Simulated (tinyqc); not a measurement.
Precursor delivery by bubblers, mass-transport growth and the solid composition of a III-V alloy. Inputs raised by 5 %, one at a time. Computed by tinyqc, a small Python program. Command: `OMP_NUM_THREADS=1 python tinyqc.py 3000209 3000210 out.jsonl movpe_thermo sens`. One thread of a shared host (Intel(R) Xeon(R) Processor @ 2.30GHz), about 0.01 s of CPU time with the checks.

1 sccm = 44.615 micromol/min; 1 torr = 133.322 Pa. The sources decompose fully at the surface.

Inputs (values chosen for the exercise, modelled on triethylgallium (source 1) and trimethylindium (source 2) for the vapour pressures):
```
quantity                                                                                                  value        unit
bath temperature T1                                                                                         300           K
bath temperature T2                                                                                         298           K
bubbler pressure p_b                                                                                       1000        torr
carrier flow F1                                                                                              81        sccm
carrier flow F2                                                                                              39        sccm
total flow F_t                                                                                                3         slm
group-V flow F_V                                                                                             44        sccm
reactor pressure p                                                                                           40        torr
growth temperature T                                                                                       1060           K
diffusivity at 273 K and 760 torr                                                                           0.4      cm^2/s
flow cross-section A                                                                                         78        cm^2
distance from the leading edge z                                                                             14          cm
lattice constant a                                                                                         5.79    angstrom
interaction L0 of the solid                                                                                21.7      kJ/mol
log10 of p_B,eq over pure BC at 1000 K and 1 torr of group V (exaggerated: liquid indium has about -4.1)   -3.7  log10 torr
enthalpy of that equilibrium H                                                                              356      kJ/mol
```

Alloy: mixing on the group-III sites, with desorption of B.

constants a, b of source 1 (log10 torr, K): 8.07  2162

constants a, b of source 2 (log10 torr, K): 10.52  3014

Constants: k_B = 1.380649e-23 J/K; R = 8.314462618 J/(mol K).

Method:
- log10 p_v = a - b/T_bath; molar flow = F x 44.615 x p_v/(p_b - p_v) for a saturated bubbler.
- p_i = p n_i/(44615 F_t), F_t in slm; p_V = p F_V/(1000 F_t), counted per molecule supplied; V/III = 44.615 F_V/(n1 + n2); vapour fraction of source 2 = n2/(n1 + n2).
- Mean velocity u = (F_t/A)(760/p)(T/273); D = D0 (T/273)^1.75 (760/p); boundary layer delta = sqrt(pi D z/u); flux = D dp/(delta k_B T); growth rate = flux x a^3/4.
- A sticks fully. B desorbs: its surface pressure is p_B* = x gamma_B K/sqrt(p_V), ln gamma_B = L0 (1 - x)^2/(R T), K = 10^(log10 K at 1000 K) exp[-(H/R)(1/T - 1/1000)], p_V in torr. With equal diffusivities x = (p_2 - p_B*)/(p_1 + p_2 - p_B*). Growth rate = rate per torr x p_1/(1 - x).

Runs; columns: (1) input moved; (2) from; (3) to; (4) molar flow 1 (micromol/min); (5) vapour fraction of source 2; (6) growth rate (micrometre/h); (7) share of B incorporated, 1 - p_B*/p_2:
```
(1)                                     (2)    (3)    (4)     (5)    (6)     (7)
base run                                  -      -  26.58  0.1432  1.228  0.2210
bath temperature T1 (K)                 300    315  59.09  0.0699  2.707  0.3756
bath temperature T2 (K)                 298  312.9  26.58  0.3374  1.396  0.3513
carrier flow F1 (sccm)                   81  85.05  27.90  0.1373  1.289  0.2291
carrier flow F2 (sccm)                   39  40.95  26.58  0.1493  1.230  0.2230
total flow F_t (slm)                      3   3.15  26.58  0.1432  1.195  0.2065
growth temperature T (K)               1060   1113  26.58  0.1432  1.214  0.0377
distance from the leading edge z (cm)    14   14.7  26.58  0.1432  1.198  0.2210
```

Exponents ln(y'/y) / ln(x'/x):
```
input                             molar flow 1  vapour fraction of source 2  growth rate  share of B incorporated, 1 - p_B*/p_2
bath temperature T1                     16.378                      -14.696       16.205                                 10.872
bath temperature T2                      0.000                       17.567        2.630                                  9.502
carrier flow F1                          1.000                       -0.860        0.991                                  0.734
carrier flow F2                          0.000                        0.854        0.044                                  0.189
total flow F_t                           0.000                        0.000       -0.548                                 -1.390
growth temperature T                     0.000                        0.000       -0.240                                -36.236
distance from the leading edge z         0.000                        0.000       -0.500                                  0.000
```

To which inputs is each result most sensitive?

Among the inputs moved here: molar flow 1 answers most in size to bath temperature T1 (exponent +16.378), next to carrier flow F1 (+1.000); its exponent is below 0.0005 for bath temperature T2, carrier flow F2, total flow F_t, growth temperature T, distance from the leading edge z. Vapour fraction of source 2 answers most in size to bath temperature T2 (exponent +17.567), next to bath temperature T1 (-14.696); its exponent is below 0.0005 for total flow F_t, growth temperature T, distance from the leading edge z. Growth rate answers most in size to bath temperature T1 (exponent +16.205), next to bath temperature T2 (+2.630). Its exponent -0.500 in distance from the leading edge z: the boundary layer grows as sqrt(z). Share of B incorporated, 1 - p_B*/p_2 answers most in size to growth temperature T (exponent -36.236), next to bath temperature T1 (+10.872); its exponent is below 0.0005 for distance from the leading edge z.

Caution (all rows): the boundary layer is a quarter or more of the root of the cross-section, so it fills much of the channel and depletion along the flow matters.

Extremes, crossings and ranges named in words are read from the listed rows.
